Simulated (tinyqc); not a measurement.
# Field-effect mobility of a thin-film transistor with band-tail and deep states (multiple trapping), step by step

A worked calculation. Computed by tinyqc, a small Python program that keeps every step. Command: `OMP_NUM_THREADS=1 python tinyqc.py 3002151 3002152 out.jsonl tft walk`. One thread of a shared host (Intel(R) Xeon(R) Processor @ 2.30GHz), about 0.1 s of CPU time with the checks. Intermediate numbers are printed to about 7 digits and carried at full precision; extremes and crossings named in words are read from the listed rows.

A thick film in accumulation at small drain voltage. Only free electrons move; trapped ones still screen the gate. N_c and mu_0 are held fixed when T changes, leaving out the T^(3/2) growth of N_c. x = E_0 - psi is the distance of the Fermi level below the band edge.

Inputs (values chosen for the exercise, modelled on polycrystalline silicon):
```
quantity                                           value         unit
permittivity eps                                    11.7            -
effective density of states N_c                  2.6e+19       1/cm^3
band mobility mu_0                                   170   cm^2/(V s)
tail density at the edge g_t                     2.8e+20  1/(eV cm^3)
tail width E_t                                        29          meV
flat-band Fermi level below the edge, E_0           0.37           eV
equivalent oxide thickness t                          28           nm
surface band bending psi_s as a fraction of E_0     0.78            -
temperature T                                        250            K
```

Deep states: none.

Constants: k_B = 8.617333262e-05 eV/K; e = 1.602176634e-19 C; eps_0 = 8.8541878128e-12 F/m.

## Free and trapped densities

F_j(eta) = int_0^infinity x^j/(1 + exp(x - eta)) dx, without a gamma-function factor. Integrals over x = E/(k_B T) use 160 Gauss-Legendre points in u = sqrt(x) from 0 to sqrt(max(eta, 0) + 32). Free n(x) = N_c (2/sqrt(pi)) F_1/2(-x/k_B T), with F_1/2 from its two-term series in exp(-x/k_B T) for x >= 12 k_B T; tail n_t(x) = int_0^1.2eV g_t exp(-E/E_t)/(1 + exp((x - E)/k_B T)) dE, E counted down from the edge, 120 Gauss-Legendre points; space charge rho(psi) = n + n_t less its value at psi = 0.

Local densities at x = 0.4, 0.3, 0.2, 0.15, 0.1, 0.05, 0 and -0.05 eV:
```
x (eV)    n (1/cm^3)  n_t (1/cm^3)  n/(n + n_t)
0.40    2.245579e+11  2.661119e+13    0.0083679
0.30    2.329375e+13  8.221724e+14    0.0275514
0.20    2.416220e+15  2.433489e+16    0.0903223
0.15    2.460148e+16  1.264871e+17    0.1628281
0.10    2.497969e+17  6.080814e+17    0.2911799
0.05    2.468642e+18  2.416159e+18    0.5053721
0.00    1.989382e+19  5.948121e+18    0.7698269
-0.05   8.618601e+19  7.799964e+18    0.9170093
```

E_t/k_B T = 1.35: deep in the tail n_t follows exp(-x/E_t), more slowly than n, so the free share grows as the Fermi level rises.

## One gate voltage

Poisson: F(psi) = sqrt((2 e/(eps eps_0)) int_0^psi rho dpsi'); V_G - V_FB = psi_s + eps F(psi_s) t/3.9; free sheet density N_f = int (n - n(E_0))/F dpsi; induced sheet density N_i = eps eps_0 F(psi_s)/e; trapezoid rule on 301 even points in psi, the first interval left out of N_f. mu_eff = mu_0 N_f/N_i; field-effect mobility mu_FE = mu_0 e (dN_f/dV_G)/C_ox and swing S = dV_G/dlog10(N_f), by a central difference of +/- 2 mV in psi_s; C_ox = 3.9 eps_0/t.

surface field = 120.7365 kV/cm

V_G - V_FB = 1.302787 V

free sheet density N_f = 1.691306e+11 1/cm^2

induced sheet density N_i = 7.806616e+11 1/cm^2

effective mobility mu_eff = 36.83056 cm^2/(V s)

field-effect mobility mu_FE = 57.88192 cm^2/(V s)

swing S = 1486.740 mV/decade

22 % of the induced charge is free. mu_FE exceeds mu_eff because the free share is still growing with V_G. The swing is 29.97 times the ideal ln(10) k_B T/e.

## Transfer curve

The formulas are those given above.

Against the band bending:
```
psi_s (V)  V_G - V_FB (V)  N_f (1/cm^2)  mu_eff (cm^2/(V s))  mu_FE (cm^2/(V s))  S (mV/decade)
0.13             0.193090  1.794150e+09               6.2806              5.1556         177.07
0.18             0.333380  7.368562e+09              10.6101             12.6184         297.13
0.23             0.596384  3.103735e+10              18.7091             26.9136         586.78
0.27             1.003970  9.877326e+10              29.7211             45.9205        1094.44
0.30             1.536652  2.349418e+11              41.9582             66.3380        1801.97
0.33             2.413392  5.526690e+11              58.5866             92.4305        3042.04
0.35             3.292304  9.603595e+11              72.0859            111.4603        4383.08
0.38             5.237885  2.065498e+12              93.9035            136.3251        7705.61
0.41             8.067259  3.924521e+12             113.1924            151.4523       13176.47
```

The steepest swing among the rows is 177 mV/decade. mu_eff climbs from 6.3 to 110, 67 % of mu_0 in the last row. Between rows 6 and 7 N_f scales as (V_G - V_FB - psi_s)^1.60; an exponential tail holding all the charge would give the larger of 1 and 2 E_t/k_B T - 1, here 1.69, and free charge alone 1.

Checks made by the program: tail integral against adaptive quadrature (relative difference below 1e-10).
